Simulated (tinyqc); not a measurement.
Inside a calculation. Model: IGBT as a p-i-n diode in series with a MOS channel, on-state and switching loss.

tinyqc, about 0.01 s, one thread, Intel Xeon 2.30GHz (shared host): `OMP_NUM_THREADS=1 python tinyqc.py 2590153 2590154 out.jsonl` Printed values are rounded.

High injection (n = p) in a drift layer from x = -W/2 (anode) to +W/2 (cathode side), recombination only in the layer with lifetime tau, ideal emitters. The channel feeds the cathode side and carries the whole current. Auger recombination, carrier-carrier scattering, emitter losses and the carrier dip under the p body are left out.

Inputs (values chosen for the exercise); material values close to those of silicon:

| symbol | value | unit | meaning |
|---|---|---|---|
| T | 400 | K | temperature |
| Eg | 1.14 | eV | band gap |
| Nc | 4.36e19 | cm^-3 | conduction-band density of states at T |
| Nv | 4.03e19 | cm^-3 | valence-band density of states at T |
| mn | 743 | cm^2/(V s) | electron mobility |
| mp | 255 | cm^2/(V s) | hole mobility |
| W | 350 | um | width of the drift layer |
| Nd | 1.8e13 | cm^-3 | doping of the drift layer |
| tau | 15 | us | high-injection lifetime |
| J | 250 | A/cm^2 | current density |
| Rch | 0.84 | mohm cm^2 | channel and accumulation resistance |
| Vdc | 1800 | V | link voltage |
| ks | 0.09 |  | turn-off energy per stored charge and link voltage |
| f | 5 | kHz | switching frequency |

Constants: q = 1.602176634e-19 C, kB = 1.380649e-23 J/K, Vt = kB T/q. Results are converted to the units shown.

## Ambipolar length

b = mn/mp, B = (b - 1)/(b + 1), La = sqrt(2 Vt mn mp tau/(mn + mp)), y = W/(2 La).

b = 2.91373
B = 0.488978
La = 140.112 um
y = 1.24900

## Carrier profile

2 x/W, point 0 to 8: [-1, -0.75, -0.5, -0.25, 0, 0.25, 0.5, 0.75, 1]

n(x) = (tau J/(2 q La))[cosh(x/La)/sinh y - B sinh(x/La)/cosh y]. x/La = (2 x/W) y.

n, point 0 to 8 (cm^-3): [1.33130e18, 1.00205e18, 7.71302e17, 6.16368e17, 5.22020e17, 4.78983e17, 4.83028e17, 5.34552e17, 6.38619e17]

The density is 2.08 times higher at the anode than at the cathode side, since holes are the slower carriers; its smallest listed value is 26600 times Nd.

## On-state voltage

n(x) = (tau J/(2 q La))[cosh(x/La)/sinh y - B sinh(x/La)/cosh y]. Vm = Vt [(8 b/(b + 1)^2)(sinh y/s) arctan(s sinh y) + B ln((1 + B tanh^2 y)/(1 - B tanh^2 y))], s = sqrt(1 - B^2 tanh^2 y); Vj = Vt ln(n(-W/2) n(W/2)/ni^2), ni = sqrt(Nc Nv) exp(-Eg/(2 Vt)), Eg in volts; Vc = J Rch; Von = Vm + Vj + Vc.

Vm = 0.101753 V
Vj = 0.876871 V
Vc = 0.21 V
Von = 1.18862 V

Vm does not depend on J, since the carrier density grows with it. Junctions, layer and channel take 74, 8.6 and 18 % of Von.

## Stored charge, losses and the unipolar alternative

Stored charge tau J, turn-off energy Eoff = ks tau J Vdc, loss at half duty 0.5 J Von + f Eoff. A unipolar device on the same layer has Vu = J (W/(q mn Nd) + Rch).

stored charge = 3750 uC/cm^2
Eoff = 607.5 mJ/cm^2
conduction loss = 148.578 W/cm^2
switching loss = 3037.50 W/cm^2
Vu = 4083.75 V

Both losses would be equal at f = 0.245 kHz.
